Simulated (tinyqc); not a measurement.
AlGaN/GaN HEMT with access regions, lumped model: two steps of the calculation.

A polarisation-induced electron sheet under a Schottky gate, in series with two ungated access regions and contacts. Drift law v = mu E/(1 + mu E/vs) under the gate. Currents in mA/mm, resistances in ohm mm. No self-heating, no channel-length modulation; fits for polarisation, barrier and offset are chosen for the exercise.

Inputs (values chosen for the exercise); values close to those of AlGaN/GaN structures:

| symbol | value | unit | meaning |
|---|---|---|---|
| x | 0.22 |  | aluminium share of the barrier |
| d | 15 | nm | barrier thickness |
| eps_r | 9.3 |  | relative permittivity of barrier and channel |
| mu | 1300 | cm^2/(V s) | channel mobility |
| vs | 1.3e7 | cm/s | saturation velocity |
| Lg | 0.25 | um | gate length |
| Ls | 1.5 | um | source access length |
| Ld | 16 | um | drain access length |
| Rc | 0.25 | ohm mm | resistance of each contact |
| ft | 0 |  | share of the drain-access electrons removed by traps |
| Vg | -0.5 | V | gate voltage |
| Vd | 10 | V | drain voltage |

Constants: q = 1.602176634e-19 C, eps0 = 8.8541878128e-14 F/cm where lengths are in cm. Results are converted to the units shown.

Question 1. Polarisation charge, threshold and sheet resistance. sigma = (5e13 x + 1.6e13 x^2) cm^-2, phiB = 0.84 + 1.3 x, dEc = 0.7 (1.71 x + x^2) in volts, Cb = eps0 eps_r/d, VT = phiB - dEc - q sigma/Cb, access density n0 = -Cb VT/q. Rsh = 1/(q mu n0); largest access current q n0 vs.

Find: sigma; Cb; VT; n0; Rsh; q n0 vs.

Answer 1.

sigma = 1.177e13 cm^-2
Cb = 0.5490 uF/cm^2
VT = -2.608 V
n0 = 8.935e12 cm^-2
Rsh = 537.4 ohm
q n0 vs = 1861 mA/mm

Question 2. Drain current. Access resistance R(L, n) = L/(q mu n sqrt(1 - (I/(q n vs))^2)); Rs = Rc + R(Ls, n0), Rd = Rc + R(Ld, (1 - ft) n0). Vg' = Vg - I Rs, Vd' = Vd - I (Rs + Rd); with u = Vg' - VT, Vc = vs Lg/mu and w the smaller of Vd' and Vc [sqrt(1 + 2 u/Vc) - 1] (0 if negative), the channel gives (mu Cb/Lg)(u w - w^2/2)/(1 + w/Vc). I(new) is that channel current.

I at the start = 470 mA/mm
VT = -2.6076600 V
Cb = 0.54895964 uF/cm^2
n0 = 8.9347208e12 cm^-2

Find: Rs; Rd; Vg'; Vd'; channel current; I after iteration 1.

Answer 2.

Rs = 1.0830 ohm mm
Rd = 9.1358 ohm mm
Vg' = -1.0090 V
Vd' = 5.1971 V
channel current = 656.76 mA/mm
I after iteration 1 = 656.76 mA/mm

Program tinyqc, `OMP_NUM_THREADS=1 python tinyqc.py 2570001 2570002 out.jsonl`; Intel Xeon 2.30GHz, shared host, one thread, about 0.02 s.
